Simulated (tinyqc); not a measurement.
When the interface binds a state: heterojunction of two tight-binding chains.

Left chain: hopping -t1, sites at 2 t1 (band bottom 0). Right chain: hopping -t2, sites at dE + 2 t2 (bottom dE). t = c/(m a^2), c = hbar^2/2m0. The bond across the interface is -tc with tc = f sqrt(t1 t2), and the last left site has the extra energy U. In a chain E = bottom + 2t (1 - cos(ka)); the surface Green function of a half chain is g = -exp(ika)/t, with Im k > 0 where cos(ka) > 1.

Constants: hbar^2/2m0 = 3.80998211 eV angstrom^2.

Values chosen for the exercise (masses and offset of the size met at InGaAs / InAlAs; the results hold for these values, not for the real material): a = 5.65 angstrom (site spacing); m1 = 0.042 m0 (mass on the left); m2 = 0.077 m0 (mass on the right); dE = 0.56 eV (band offset); f = 1 (factor on the interface hopping).

A state below both bands solves E - 2 t1 - U - S1(E) - S2(E) = 0 for E < 0, with S1 = -t1 z1, S2 = -(tc^2/t2) z2 and |z| < 1 the decaying root of z + 1/z = 2 - (E - bottom)/t. Decay lengths -a/ln|z|. The threshold is the U that solves the equation at E = 0. A dash: no bound state.

Interface state:
```
U (eV)   E (eV)  decay left (angstrom)  decay right (angstrom)
-0.38         -                      -                       -
-0.76         -                      -                       -
-1.14         -                      -                       -
-1.40   -0.0053                  130.7                     9.5
-1.65   -0.0383                   48.7                     9.2
-2.03   -0.1265                   26.8                     8.6
-2.54   -0.2941                   17.6                     7.8
-3.81   -0.8844                   10.3                     6.1
```

threshold U = -1.2702 eV

The step pushes the state out, so an attraction must exceed 1.2702 eV to bind; 5 of the 8 rows are bound. At U = -3.81 eV the state decays over 10.3 angstrom to the left and 6.1 to the right, where the band lies higher.

Computed by tinyqc, a small Python program: `OMP_NUM_THREADS=1 python tinyqc.py 1450983 1450984 out.jsonl` (the numbers bound the seed that draws the inputs); one thread of a shared host (Intel(R) Xeon(R) Processor @ 2.30GHz), about 0.01 s for the whole set of steps.
